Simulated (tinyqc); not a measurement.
Swing curve: thickness of the top film: thin-film optics by transfer matrices.

Indices N = n + i k. Snell: N0 sin(theta) = N_j sin(theta_j), with Im(N_j cos theta_j) >= 0. Admittance y_j = N_j cos theta_j for s and N_j/cos theta_j for p. Phase delta_j = 2 pi N_j cos theta_j d_j/lambda. Layer matrix [[cos delta, -i sin delta/y], [-i y sin delta, cos delta]], multiplied from the top down to M. (B, C) = M (1, y_sub); r = (y0 B - C)/(y0 B + C), R = |r|^2, T = 4 Re y0 Re y_sub/|y0 B + C|^2, absorbed in the films 1 - R - T.

Parameters, chosen for this exercise (indices near those of resist on W; shifted at random, so the results belong to these values and not to a real crystal):

| symbol | value | unit | meaning |
|---|---|---|---|
| lam | 193 | nm | vacuum wavelength |
| n0 | 1 |  | ambient index |
| n | (1.682, 1.318) |  | n of resist, substrate |
| k | (0.021, 2.963) |  | k in the same order |
| d | (284) | nm | thicknesses, top first |
| theta | 0 | degrees | angle of incidence |
| pol | s |  | polarisation |

The first entry of d takes the values listed.

Stack:

| d_1 (nm) | R | T | absorbed |
|---|---|---|---|
| 284.0 | 0.4073 | 0.2594 | 0.3333 |
| 293.6 | 0.2741 | 0.3132 | 0.4127 |
| 303.1 | 0.0869 | 0.3828 | 0.5303 |
| 312.7 | 0.0952 | 0.3664 | 0.5384 |
| 322.2 | 0.2694 | 0.2883 | 0.4422 |
| 331.8 | 0.3810 | 0.2415 | 0.3776 |
| 341.4 | 0.3726 | 0.2433 | 0.3841 |
| 350.9 | 0.2443 | 0.2892 | 0.4665 |
| 360.5 | 0.0663 | 0.3478 | 0.5859 |
| 370.1 | 0.0756 | 0.3336 | 0.5908 |
| 379.6 | 0.2414 | 0.2673 | 0.4913 |
| 389.2 | 0.3500 | 0.2264 | 0.4235 |
| 398.7 | 0.3423 | 0.2277 | 0.4300 |

R swings between 0.0663 and 0.4073 on these points. The period is lambda/(2 Re(N_1 cos theta_1)) = 57.4 nm, six rows. The swing shrinks from 0.3204 in the first period to 0.3064 in the second, as the film absorbs the wave that returns from below. The swing ratio (max - min)/mean is 1.38.

Computed by tinyqc, a small Python program: `OMP_NUM_THREADS=1 python tinyqc.py 1681505 1681506 out.jsonl` (the numbers bound the seed that draws the inputs); one thread of a shared host (Intel(R) Xeon(R) Processor @ 2.30GHz), about 0.01 s for the whole set of steps.
